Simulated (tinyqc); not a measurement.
# Capacitances against the line height

Endless row of lines of width wl, height tl and space sl between grounded planes at distance hd; e2 fills the gaps beside the lines, e1 the rest. Laplace's equation is solved on meshes of 3, 6 and 12 steps per unit u and extrapolated (Aitken), which is good to about 0.2 %. C_even (all lines at 1 V) is the capacitance Cg to the planes; C_odd (neighbours in antiphase) = Cg + 4 Cc if only nearest neighbours couple, which defines Cc; total with quiet neighbours Cg + 2 Cc. Plate values 2 eps0 e1 wl/hd and eps0 e2 tl/sl.

Inputs (values chosen for the exercise):
```
symbol,value,unit,meaning
e1,4.2,,relative permittivity above and below the lines
e2,2.4,,relative permittivity between the lines
wl,4,u,"line width, in units u"
sl,4,u,space between lines
hd,4,u,distance to each plane
```

Constants: eps0 = 8.8541878128e-12 F/m. Results are converted to the units shown.

The same in every row: plate Cg (aF/um) = 74.4.

Result of one run:
```
Cg (aF/um)	Cc (aF/um)	Cg + 2 Cc (aF/um)	C_odd (aF/um)	plate Cc (aF/um)	share of coupling, 2 Cc/(Cg + 2 Cc) (%)
131	19.6	170	210	10.6	23.0
```

Which line height tl gave this result: 2, 8, 12 or 16 u?

tl = 2 u.

The whole series:
```
tl (u)	Cg (aF/um)	Cc (aF/um)	Cg + 2 Cc (aF/um)	C_odd (aF/um)	plate Cc (aF/um)	share of coupling, 2 Cc/(Cg + 2 Cc) (%)
2	131	19.6	170	210	10.6	23.0
4	133	29.8	193	252	21.3	30.9
6	134	40.3	214	295	31.9	37.6
8	134	50.9	235	337	42.5	43.2
12	134	72.2	278	422	63.8	51.9
16	134	93.4	320	507	85.0	58.3
```

As tl goes from 2 to 16, Cg rises from 131 to 134 aF/um, Cc rises from 19.6 to 93.4 aF/um and the share of coupling rises from 23.0 to 58.3 %. Cg is 1.76 times its plate value in the first row and 1.80 times in the last; for Cc the ratios are 1.84 and 1.10. Neighbours in antiphase raise the load by a factor of 1.23 and 1.58 over quiet ones.

Numbers from tinyqc (`OMP_NUM_THREADS=1 python tinyqc.py 2790229 2790230 out.jsonl`; about 0.8 s on one thread of a shared Intel Xeon 2.30GHz).
